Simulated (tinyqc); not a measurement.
Changing the peak energy omega_1: critical temperature from a phonon spectrum: McMillan, Allen-Dynes and the linearised Eliashberg equation. Computed by tinyqc, a small Python program. Command: `OMP_NUM_THREADS=1 python tinyqc.py 3006428 3006429 out.jsonl eliashberg sweep`. One thread of a shared host (Intel(R) Xeon(R) Processor @ 2.30GHz), about 0.02 s of CPU time with the checks.

alpha^2 F(omega) = sum_i (lambda_i omega_i/2) delta(omega - omega_i), so that lambda = 2 int alpha^2 F/omega d omega = sum_i lambda_i.

Inputs (values chosen for the exercise, for a model metal):

| quantity | value | unit |
|---|---|---|
| coupling lambda_1 | 0.343 | - |
| peak energy omega_2 | 51.4 | meV |
| coupling lambda_2 | 1.03 | - |
| Coulomb pseudopotential mu* | 0.13 | - |

Peaks in alpha^2 F: two.

Constants: k_B = 8.617333262e-05 eV/K.

Method:
- omega_log = exp(sum lambda_i ln omega_i / lambda); omega_rms = sqrt(sum lambda_i omega_i^2 / lambda).
- McMillan form: k_B T_c = (omega_log/1.2) exp[-1.04 (1 + lambda)/(lambda - mu* (1 + 0.62 lambda))]. Allen-Dynes multiplies it by f1 f2: f1 = [1 + (lambda/L1)^(3/2)]^(1/3), L1 = 2.46 (1 + 3.8 mu*); f2 = 1 + (omega_rms/omega_log - 1) lambda^2/(lambda^2 + L2^2), L2 = 1.82 (1 + 6.3 mu*) omega_rms/omega_log.
- Linearised Eliashberg equation at omega_n = (2n + 1) pi k_B T, n = 0..N-1: lambda(j) = sum_i lambda_i omega_i^2/(omega_i^2 + (2 pi j k_B T)^2); K_mn = lambda(m - n) + lambda(m + n + 1) - 2 mu*(N) - delta_mn [2m + 1 + lambda(0) + 2 sum_(j=1..m) lambda(j)], with 1/mu*(N) = 1/mu* + ln(omega_rms/omega_N), omega_N = (2N + 1) pi k_B T. T_c is where the largest eigenvalue rho of K is zero.
- N is the smallest integer at or above 8 omega_max/(2 pi k_B T_AD), omega_max the highest peak and T_AD the Allen-Dynes value.

One run for each value:

| peak energy omega_1 (meV) | T_c, Eliashberg (K) | T_c, Allen-Dynes (K) | omega_log (meV) | k_B T_c/omega_log |
|---|---|---|---|---|
| 5.28 | 38.888 | 35.337 | 29.111 | 0.11511 |
| 6.81 | 39.594 | 37.560 | 31.022 | 0.10998 |
| 8.80 | 40.628 | 39.914 | 33.074 | 0.10586 |
| 11.40 | 42.112 | 42.408 | 35.283 | 0.10285 |
| 14.70 | 44.003 | 44.978 | 37.597 | 0.10086 |
| 19.00 | 46.394 | 47.702 | 40.086 | 0.09973 |
| 24.50 | 49.181 | 50.552 | 42.714 | 0.09922 |
| 31.70 | 52.438 | 53.633 | 45.554 | 0.09920 |

Over the rows, T_c, Eliashberg (K) rises from 38.9 to 52.4 (exponent d ln y / d ln x 0.071 between the first rows and 0.25 between the last); T_c, Allen-Dynes (K) rises from 35.3 to 53.6 (exponent d ln y / d ln x about 0.23 throughout); omega_log (meV) rises from 29.1 to 45.6 (exponent d ln y / d ln x about 0.25 throughout). At fixed lambda_1 a softer peak gives less: very soft phonons do little for T_c.

Caution (rows 24.5, 31.7): a phonon-mediated T_c this high is known only in hydrides under high pressure.

Extremes, crossings and ranges named in words are read from the listed rows.
